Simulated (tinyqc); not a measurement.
# Worked calculation: pillar capacitor in an array: capacitance, non-linearity, leakage and relaxation

Program tinyqc, `OMP_NUM_THREADS=1 python tinyqc.py 2102067 2102068 out.jsonl`; Intel Xeon 2.30GHz, shared host, one thread, about 0.01 s. Printed values are rounded.

A film between two metal electrodes, each interface adding a series capacitance ci. The small-signal permittivity is ek (1 + aq E^2); the field is found with the linear permittivity. Leakage J = J0 sinh(E/Ef). After a voltage step the film passes a relaxation current kr C V tt^(-nr), tt being the time in seconds. The sidewall is a coaxial capacitor with radii a = dm/2 and b = dm/2 + t, depth AR dm; the end face is left out.

Inputs (values chosen for the exercise); permittivity of the order of that of silicon nitride:
- ek = 6.57 (relative permittivity of the film)
- t = 12 nm (film thickness)
- ci = 220 uF/cm^2 (capacitance of each electrode interface (dead layer and screening))
- aq = 0.0028 cm^2/MV^2 (quadratic field coefficient of the permittivity)
- V = 0.6 V (bias)
- J0 = 9.8e-11 A/cm^2 (leakage prefactor)
- Ef = 0.31 MV/cm (field for an e-fold rise of the leakage)
- dm = 130 nm (diameter of the pillar)
- AR = 50 (aspect ratio, depth over diameter)
- pt = 230 nm (pitch of the square array)
- rho = 190 uohm cm (resistivity of the inner electrode)

Constants: eps0 = 8.8541878128e-14 F/cm where lengths are in cm. Results are converted to the units shown.

## Planar capacitance, field and non-linearity

Planar film: Cf = eps0 ek/t, 1/C = 1/Cf + 2/ci, EOT = 3.9 eps0/C, effective permittivity C t/eps0, E = (V/t) C/Cf; quadratic coefficient [C(V)/C - 1]/V^2 with Cf (1 + aq E^2) in C(V).

Cf = 0.484767 uF/cm^2
C = 0.482640 uF/cm^2
EOT = 7.15468 nm
effective permittivity = 6.54117
E = 0.497806 MV/cm
quadratic coefficient = 1918.96 ppm/V^2
J = 2.34281e-10 A/cm^2

The interfaces take 0.439 % of the voltage.

## Cell capacitance, fields and time constant

Per length 1/c = ln(b/a)/(2 pi eps0 ek) + (1/a + 1/b)/(2 pi ci); cell capacitance c AR dm; per footprint over pt^2; fields c V/(2 pi eps0 ek r) at r = a and b; resistance of the inner electrode rho AR dm/(pi a^2); time constant R C/3 of the distributed line.

a = 65 nm
b = 77 nm
cell capacitance = 13.9614 fF
capacitance per footprint = 26.3920 uF/cm^2
field at a = 0.542449 MV/cm
field at b = 0.457912 MV/cm
R = 0.930444 kohm
R C/3 = 4.33010 ps

The array gives 54.7 times the planar capacitance per footprint; curvature makes the field at the inner electrode 1.09 times the planar value.
